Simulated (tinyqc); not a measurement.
Nuclear against electronic stopping over energy: ion implantation: universal nuclear stopping, Lindhard-Scharff electronic stopping and a Gaussian range profile. Computed by tinyqc, a small Python program. Command: `OMP_NUM_THREADS=1 python tinyqc.py 3000414 3000415 out.jsonl implant walk`. One thread of a shared host (Intel(R) Xeon(R) Processor @ 2.30GHz), about 0.1 s of CPU time with the checks.

An ion slows by elastic collisions with screened nuclei and by friction with electrons; channelling is ignored and the target is uniform.

Inputs (values chosen for the exercise, modelled on arsenic ions in diamond):

| quantity | value | unit |
|---|---|---|
| ion atomic number Z1 | 33 | - |
| ion mass M1 | 75 | u |
| target atomic number Z2 | 6 | - |
| target mass M2 | 12.01 | u |
| target density N | 176.3 | 1/nm^3 |
| scale factor of electronic stopping k | 1.1 | - |

Method:
- Reduced energy eps = 32.53 M2 E/(Z1 Z2 (M1 + M2)(Z1^0.23 + Z2^0.23)), E in keV; s_n = ln(1 + 1.1383 eps)/(2 (eps + 0.01321 eps^0.21226 + 0.19593 eps^0.5)) for eps up to 30 and ln(eps)/(2 eps) above; S_n = 8.462 Z1 Z2 M1 s_n/((M1 + M2)(Z1^0.23 + Z2^0.23)) in 1e-15 eV cm^2.
- S_e = k 3.83 Z1^(7/6) Z2/(Z1^(2/3) + Z2^(2/3))^(3/2) sqrt(E/M1) in 1e-15 eV cm^2, E in keV.
- Path length R = int_0^E dE'/(N (S_n + S_e)); energy lost to nuclei nu = int_0^E S_n/(S_n + S_e) dE' (both with E' = E y^3 and 64 Gauss-Legendre points in y).

Stopping (1e-15 eV cm^2) and range:

| E (keV) | eps | S_n | S_e | R (nm) | nu/E |
|---|---|---|---|---|---|
| 1 | 6.0555e-03 | 51.40 | 3.443 | 2.25 | 0.93782 |
| 2 | 1.2111e-02 | 67.96 | 4.870 | 3.13 | 0.93648 |
| 5 | 3.0278e-02 | 92.47 | 7.699 | 5.07 | 0.93133 |
| 10 | 6.0555e-02 | 110.75 | 10.889 | 7.61 | 0.92393 |
| 20 | 1.2111e-01 | 125.94 | 15.399 | 11.88 | 0.91214 |
| 50 | 3.0278e-01 | 135.69 | 24.348 | 23.02 | 0.88586 |
| 100 | 6.0555e-01 | 131.32 | 34.433 | 40.33 | 0.85245 |
| 200 | 1.2111e+00 | 115.99 | 48.695 | 74.59 | 0.79945 |
| 500 | 3.0278e+00 | 84.99 | 76.994 | 179.24 | 0.68381 |

What does the comparison show, and why?

Nuclear stopping peaks near 50 keV among these rows (eps = 0.30; the universal curve peaks near 0.3). Nuclear stopping leads throughout. The path length grows as E^0.48 at the low end and E^0.96 at the high end; constant stopping would give E^1, and stopping that rises with E, be it nuclear (below its peak) or electronic, gives a lower exponent.

Extremes, crossings and ranges named in words are read from the listed rows.
